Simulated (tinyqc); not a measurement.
From results back to parameters: two-band massive Dirac model of the K valleys. Two cases, with inputs chosen for the exercise.

Problem. In the valley model H = [[D/2, a t (kx - i ky)], [a t (kx + i ky), -D/2 + lam sz]], sz = +/-1, a t is hbar v. The gaps of the two spins, A and B, are G = D - lam and D + lam, the band-edge mass of A is c (D - lam)/(a t)^2, c = hbar^2/2m0, and its Berry curvature at the edge is 2 (a t)^2/G^2 in size. The values below come from hidden D, lam and t.

Constants: hbar^2/2m0 = 3.80998211 eV angstrom^2.

Find: D, lam, t; |Omega| at the A edge.

Method. The mean of the gaps is D and half their difference lam; a t = sqrt(c G_A/m). The curvature 2 (a t)^2/G^2 equals 2c/(m G).

Case 1.

Values chosen (out of a larger set: near those used for monolayer MoS2; not measured data): a = 3.194 angstrom (lattice constant).

gaps (eV): A 1.6760, B 1.8240

mass of A = 0.578709 m0

Solution.

D, lam, t (eV): 1.750  0.074  1.040

|Omega| at the A edge = 7.856 angstrom^2

Case 2.

Values chosen (out of a larger set: near those used for monolayer MoS2; not measured data): a = 3.198 angstrom (lattice constant).

gaps (eV): A 1.5040, B 1.6760

mass of A = 0.402392 m0

Solution.

D, lam, t (eV): 1.590  0.086  1.180

|Omega| at the A edge = 12.591 angstrom^2

Computed by tinyqc, one run a case: `OMP_NUM_THREADS=1 python tinyqc.py N N+1 out.jsonl` with N = 1480542, 1480618; one thread of a shared Intel(R) Xeon(R) Processor @ 2.30GHz, about 0.01 s a run at most.
